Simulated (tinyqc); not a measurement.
Approach to the steady line: permeation of metal atoms or ions through a thin barrier or dielectric: time lag, field-aided drift and lifetime. Computed by tinyqc, a small Python program. Command: `OMP_NUM_THREADS=1 python tinyqc.py 3025994 3025995 out.jsonl barrier walk`. One thread of a shared host (Intel(R) Xeon(R) Processor @ 2.30GHz), about 0.01 s of CPU time with the checks.

The film 0 < x < d is empty at first; C = C0 at x = 0 and C = 0 at x = d. dC/dt = D d2C/dx2 - v dC/dx with drift v = D z e V/(k_B T d) (uniform field, no space charge).

Inputs (values chosen for the exercise, for a model case: singly charged ions through a dielectric): thickness d = 29 nm; prefactor D0 = 2.1e-07 cm^2/s; activation energy E = 0.74 eV; concentration at the source side C0 = 6.2e+14 1/cm^3; charge number z = 1; voltage V (positive drives ions across) = 0.26 V; test temperature T = 250 C.

Constants: k_B = 8.617333262e-05 eV/K.

Method:
- D = D0 exp(-E/(k_B T)); time scale d^2/D; Peclet number P = z V/(k_B T), k_B T in eV; 1 nm = 1e-7 cm.
- Temperatures in kelvin are T(C) + 273.15.
- Steady flux J = (D C0/d) P/(1 - exp(-P)); time lag in units of d^2/D: s_L = [P (1 + exp(-P))/(1 - exp(-P)) - 2]/P^2 (P = 0: J = D C0/d, s_L = 1/6).
- Dose through the film Q(s) = C0 d {f (s - s_L) - 2 exp(P/2) sum_(n=1..200) (-1)^n n^2 pi^2 exp(-l_n s)/l_n^2}, l_n = n^2 pi^2 + P^2/4, f = P/(1 - exp(-P)) the relative flux.
- Short-time form for P = 0: Q/(C0 d) = 4 sqrt(s) ierfc(1/(2 sqrt(s))), ierfc(y) = exp(-y^2)/sqrt(pi) - y erfc(y).

Peclet number P = 5.76732

flux relative to D C0/d = 5.78542

time lag s_L = 0.114350

Q/(C0 d):
```
s         series  steady line f (s - s_L)  series without field  short-time form, no field
0.03  7.0483e-05                  -0.4880            4.8419e-06                 4.8419e-06
0.05  3.5316e-03                  -0.3723            2.6934e-04                 2.6934e-04
0.08  3.7045e-02                  -0.1987            3.2066e-03                 3.2066e-03
0.12  1.5107e-01                   0.0327            1.4887e-02                 1.4887e-02
0.20  5.2358e-01                   0.4955            6.1464e-02                 6.1463e-02
0.30  1.0786e+00                   1.0741            1.4382e-01                 1.4379e-01
0.50  2.2313e+00                   2.2311            3.3479e-01                 3.3326e-01
0.80  3.9668e+00                   3.9668            6.3341e-01                 6.1838e-01
1.20  6.2809e+00                   6.2809            1.0333e+00                 9.7002e-01
```

What does the comparison show, and why?

The dose lies above the steady line at all times and, among these rows, is within 1 % of it from s = 0.3 on (the lag is s_L = 0.114); for a known P the intercept of that line gives D and its slope D C0. The field changes the dose by a factor 14.6 in the first row and 6.08 in the last; at short times the factor tends to exp(P/2) = 17.9.
